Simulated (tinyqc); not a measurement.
Two-dimensional dopant profile at a mask edge: lateral junction, overlap and effective channel length: one step, computed by the program tinyqc. Command: `OMP_NUM_THREADS=1 python tinyqc.py 3003326 3003327 out.jsonl lateral walk`. One thread of a shared host (Intel(R) Xeon(R) Processor @ 2.30GHz), about 0.01 s of CPU time with the checks.

Ions enter for y < 0; the mask (spacer, then gate) covers y > 0. x is the depth. The surface reflects dopant during the anneal.

Task: Junction contour. Widths s_x^2 = (vertical straggle)^2 + 2 D t, s_y^2 = (lateral straggle)^2 + 2 D t. C(x, y) = V(x) (1/2) erfc(y/(sqrt2 s_y)), V(x) = Q/(sqrt(2 pi) s_x) [exp(-(x - R_p)^2/(2 s_x^2)) + exp(-(x + R_p)^2/(2 s_x^2))]; 1 nm = 1e-7 cm. The lateral junction at depth x solves C = C_B: y_j(x) = sqrt2 s_y erfc^-1(2 C_B/V(x)). Depths are 0, 0.15, 0.3, 0.45, 0.6, 0.75, 0.9 and 0.97 of x_j.

Inputs (values chosen for the exercise, modelled on a source-drain extension in silicon): dose Q = 5.8e+14 1/cm^2; projected range R_p = 7.1 nm; channel doping C_B = 2.2e+18 1/cm^3.

vertical junction x_j = 18.37495 nm

s_x = 3.322650 nm

s_y = 3.753665 nm

Give: Contour.

Result:

Contour:
```
x/x_j  x (nm)  V (1/cm^3)  y_j (nm)
0.00     0.00   1.420e+20      8.10
0.15     2.76   3.049e+20      9.18
0.30     5.51   6.218e+20     10.11
0.45     8.27   6.546e+20     10.17
0.60    11.02   3.466e+20      9.36
0.75    13.78   9.223e+19      7.43
0.90    16.54   1.233e+19      3.46
0.97    17.82   3.810e+18     -0.73
```

The contour reaches furthest, 10.17 nm, at x/x_j = 0.45 among these rows, below the surface, where punch-through would start. It crosses the mask edge where V = 2 C_B. Caution: the peak exceeds usual solubilities, so part of the dose is inactive and diffusion is concentration dependent.
